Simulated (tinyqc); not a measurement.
Band bending at a free surface with one surface level, surface photovoltage and Kelvin probe: two steps of the calculation.

n-type bulk, xi = Ec - EF = Vt ln(Nc/Nd), p0 = ni^2/Nd, ni = sqrt(Nc Nv) exp(-Eg/(2 Vt)), Eg in volts. b is the upward band bending, u = b/Vt. Space charge per area, in units of q: Qc = sign(b) sqrt((2 eps0 eps_r Vt/q) [(Nd + dn)(exp(-u) - 1) + Nd u + (p0 + dn)(exp(u) - 1)]), with dn the excess density under light (flat quasi-Fermi levels; 0 in the dark). The level holds -Ns f, f = 1/(1 + exp((xi + b - Es)/Vt)). Neutrality: Qc + Qf + (charge of the states) = 0.

Parameters, values chosen for the exercise; band and dielectric values close to those of gallium arsenide: temperature T = 300 K; band gap Eg = 1.42 eV; relative permittivity eps_r = 12.6; conduction-band density of states at T Nc = 4.48e17 cm^-3; valence-band density of states at T Nv = 9.12e18 cm^-3; donor density Nd = 1.8e16 cm^-3; fixed positive charge at the surface Qf = 0 cm^-2; density of an acceptor-like surface level Ns = 2.7e11 cm^-2; its depth below the conduction edge Es = 0.54 eV; excess carrier density under light dn = 1.8e13 cm^-3.

Constants: q = 1.602176634e-19 C, kB = 1.380649e-23 J/K, Vt = kB T/q, eps0 = 8.8541878128e-14 F/cm where lengths are in cm. Results are converted to the units shown.

Question 1. Charges against band bending. Evaluate Qc, the surface charge Qf - Ns f and their sum in the dark; the root lies where the sum changes sign.

| point | b (V) |
|---|---|
| 0 | 0.094 |
| 1 | 0.157 |
| 2 | 0.22 |
| 3 | 0.283 |
| 4 | 0.346 |
| 5 | 0.409 |
| 6 | 0.472 |

Give: Qc; surface charge; sum.

Answer 1.

| point | Qc (cm^-2) | surface charge (cm^-2) | sum (cm^-2) |
|---|---|---|---|
| 0 | 1.3135e11 | -2.7000e11 | -1.3865e11 |
| 1 | 1.8136e11 | -2.7000e11 | -8.8640e10 |
| 2 | 2.2061e11 | -2.6997e11 | -4.9360e10 |
| 3 | 2.5389e11 | -2.6968e11 | -1.5786e10 |
| 4 | 2.8329e11 | -2.6635e11 | 1.6941e10 |
| 5 | 3.0991e11 | -2.3341e11 | 7.6507e10 |
| 6 | 3.3442e11 | -9.6659e10 | 2.3776e11 |

The sum rises steadily with b, so there is one root; bisection gives b = 0.31434 V.

Question 2. Surface photovoltage. Under chopped light the surface charge keeps its dark value, so b falls to bL with Qc(bL, dn) = Qc(b, 0); the photovoltage is b - bL. Qc rises with b, so bL follows by bisection.

converged b = 0.31433792 V

Give: bL; photovoltage; share of b removed; excess holes at the surface, dn exp(bL/Vt).

Answer 2.

bL = 0.21372 V
photovoltage = 100.62 mV
share of b removed = 32.009 %
excess holes at the surface, dn exp(bL/Vt) = 7.0088e16 cm^-3

Computed by the program tinyqc: `OMP_NUM_THREADS=1 python tinyqc.py 2430173 2430174 out.jsonl`, one thread of a shared Intel Xeon 2.30GHz, about 0.01 s for the whole run.
